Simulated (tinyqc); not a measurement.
# Changing the spin speed f

Model: spin coating of a resist or spin-on film: centrifugal thinning, evaporation and the final thickness (Emslie and Meyerhofer models). Computed by tinyqc, a small Python program. Command: `OMP_NUM_THREADS=1 python tinyqc.py 3114243 3114244 out.jsonl spincoat sweep`. One thread of a shared host (Intel(R) Xeon(R) Processor @ 2.30GHz), about 0.2 s of CPU time with the checks.

A Newtonian film stays uniform over the wafer; solvent and solids have the same density and the concentration is uniform through the thickness.

Inputs (values chosen for the exercise, of the order of those of a polymer resist in an ester solvent):
```
quantity                                 value          unit
solids volume fraction c0                 0.27             -
kinematic viscosity of the solvent nu_s    1.6        mm^2/s
viscosity constant k                      4300        mm^2/s
viscosity exponent gamma                     3             -
evaporation rate at 1000 rpm e0          0.057  micrometre/s
starting thickness h0                      700    micrometre
wafer radius R                             100            mm
shrinkage in the bake                       15             %
```

Method:
- omega = 2 pi f/60; nu(c) = nu_s + k c^gamma; evaporation rate e = e0 sqrt(f/1000 rpm).
- Flow constant K = 2 omega^2/(3 nu(c0)); Reynolds number of the air omega R^2/nu_air with nu_air = 15 mm^2/s.
- Full model for solids s and liquid l per area, h = s + l, c = s/h: ds/dt = -c Q, dl/dt = -(1 - c) Q - e, Q = 2 omega^2 h^3/(3 nu(c)); integrated adaptively (relative tolerance 1e-9) until l = 0.
- Dry film = s at l = 0, before the bake; film after the bake = s x (1 - shrinkage).

One run for each value:
```
spin speed f (rpm)  dry film (nm)  time to dry (s)  Reynolds number of the air
400                        4702.9           407.39                  2.7925e+04
610                        3808.3           267.16                  4.2586e+04
940                        3067.8           173.38                  6.5624e+04
1400                       2513.8           116.41                  9.7738e+04
2200                       2005.3            74.08                  1.5359e+05
3400                       1613.1            47.94                  2.3736e+05
5200                       1304.4            31.34                  3.6303e+05
8000                       1051.6            20.37                  5.5851e+05
```

Describe and explain the trends.

Over the rows, dry film (nm) falls from 4700 to 1050 (exponent d ln y / d ln x about -0.50 throughout); time to dry (s) falls from 407 to 20.4 (exponent d ln y / d ln x about -1.00 throughout); Reynolds number of the air rises from 27900 to 559000 (exponent d ln y / d ln x about 1.0 throughout). The exponent of dry film stays at -0.50: (e/omega^2)^(1/3) with e as sqrt(f).

Caution (rows 5200, 8000): above a Reynolds number of about 3e5 the air flow near the rim turns turbulent, and evaporation is no longer uniform.
